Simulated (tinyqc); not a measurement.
Raising U: Hubbard chain of 4 sites, mean field against exact. Computed by the program tinyqc. Collinear unrestricted mean field (the lowest of 40 random starts) against exact diagonalisation.

one-body matrix (hopping and site energies) (eV):
```
         1        2        3        4
1   0.3600  -1.0500   0.0000   0.0000
2  -1.0500   0.1300  -1.0500   0.0000
3   0.0000  -1.0500   0.0600  -1.0500
4   0.0000   0.0000  -1.0500  -0.2200
```

electrons, up and down: 2  2

Exact and mean-field results (eV):
```
U          U/t   E exact  E mean field  mean |n_up - n_down|  double occupancy, exact  first gap in the sector
0.530    0.505  -3.91133      -3.88576                 0.000                    0.230                    1.168
2.100    2.000  -2.70841      -2.31633                 0.364                    0.155                    0.836
3.150    3.000  -2.14448      -1.61251                 0.692                    0.115                    0.684
4.200    4.000  -1.72605      -1.17972                 0.818                    0.086                    0.570
6.300    6.000  -1.17541      -0.70118                 0.917                    0.050                    0.418
8.400    8.000  -0.84388      -0.44966                 0.953                    0.031                    0.327
12.600  12.000  -0.47674      -0.19270                 0.979                    0.015                    0.225
21.000  20.000  -0.16211       0.01549                 0.993                    0.006                    0.137
```

Estimate the missing row, U = 1.05.

Computed row:
```
U        U/t   E exact  E mean field  mean |n_up - n_down|  double occupancy, exact  first gap in the sector
1.050  1.000  -3.45974      -3.35750                 0.000                    0.204                    1.041
```

In absolute terms mean field is worst at U/t = 4.0, 0.546 eV too high: at small U it is nearly exact, and at large U it misses only exchange-scale energies. Its local moments set in at U/t = 2.0 of those listed, a broken symmetry that the exact state of a finite cluster with equal spins does not have. Relative to the exact energy its error is 0.7 % at the smallest U, 110 % at most and 110 % at the largest. The double occupancy falls from 0.230 to 0.006.
